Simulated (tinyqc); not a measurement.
Range and order of the fit: effective mass of the split-off band from tabulated energies.

c = hbar^2/2m0.
Constants: hbar^2/2m0 = 3.80998211 eV angstrom^2.

Energies along [111], from the band edge downward:
```
k (1/angstrom)   E (meV)
0.000000         0.00000
0.004900         1.00690
0.009800         4.07860
0.014700         9.37030
0.019600        17.14310
0.024500        27.76180
0.029400        41.67310
0.034300        59.35490
0.039200        81.22840
```

reference mass (curvature of the model at k = 0.0001 1/angstrom) = 0.091239 m0

Least-squares fits of E = a k^2 (+ b k^4 + d k^6) over points 1 to n, and the line y = c k^2/E against E; errors of m against the reference.

Results:
```
n  E at point n (meV)  one term (%)  two terms (%)  three terms (%)  line (%)  rms residual, one term (meV)
3                 9.4         -3.34           0.01            -0.01     -0.05                         0.049
4                17.1         -5.59           0.03             0.01     -0.13                         0.150
5                27.8         -8.26           0.05             0.02     -0.27                         0.352
6                41.7        -11.25          -0.01             0.08     -0.51                         0.701
7                59.4        -14.43          -0.23             0.22     -0.87                         1.238
8                81.2        -17.63          -0.77             0.46     -1.36                         1.984
```

What can be read from this table?

The error of the parabola goes from -3.34 to -17.63 % as the range widens, and at n = 8 its residual, 1.98 meV, is only 2.4 % of the top energy: a small residual does not vouch for the mass. Over the full range (n = 8) the best form is three terms (0.46 %); the line errs by -0.05 % at n = 3 and -1.36 % at n = 8. Without scatter, a narrower range or a second term is the cure: at n = 8 the errors are -17.63, -0.77 and +0.46 % for one, two and three terms. Three terms on three points interpolate exactly.

Run: tinyqc, `OMP_NUM_THREADS=1 python tinyqc.py 1850571 1850572 out.jsonl`; Intel(R) Xeon(R) Processor @ 2.30GHz, one thread, shared host; about 0.01 s of CPU time with all checks.
